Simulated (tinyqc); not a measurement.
Temperatures in a stack of 4 dies with leakage feedback: one step of the calculation.

One-dimensional heat flow to a sink below die 0. The power of each die is released in a plane at its top; from the plane of die j > 0 heat crosses its silicon (ts), a bond layer and the wiring of die j - 1; from die 0 it crosses t0, paste and sink. Copper shares the path through bond and wiring in parallel: k_eff = fm km + (1 - fm) k. Silicon is taken at the temperature of the plane above it. Leakage is P_l exp((T - 350 K)/Tl).

Task. Resistances per area at 300 K. R = thickness/conductivity for each layer.

Values chosen for this exercise; conductivities of the order met in silicon, wiring layers, bonds and pastes:
```
symbol,value,unit,meaning
k0,146,W/(m K),conductivity of silicon at 300 K
ts,20,um,thickness of a thinned die
t0,300,um,thickness of the die next to the sink
tb,6,um,thickness of the wiring layers
kb,3.8,W/(m K),conductivity of the wiring layers
tg,20,um,thickness of a bond layer
kg,0.7,W/(m K),conductivity of the bond dielectric
fm,0.1,,area share of copper through bond and wiring
km,390,W/(m K),conductivity of copper
Rt,0.08,K cm^2/W,paste and lid
Rs,1.09,K cm^2/W,heat sink
```

Give: thick die; thinned die; k_eff of the bond; k_eff of the wiring; bond plus wiring; paste plus sink.

Result.

thick die = 0.020548 K cm^2/W
thinned die = 0.0013699 K cm^2/W
k_eff of the bond = 39.630 W/(m K)
k_eff of the wiring = 42.420 W/(m K)
bond plus wiring = 0.0064611 K cm^2/W
paste plus sink = 1.1700 K cm^2/W

tinyqc, about 0.02 s, one thread, Intel Xeon 2.30GHz (shared host): `OMP_NUM_THREADS=1 python tinyqc.py 2162015 2162016 out.jsonl`
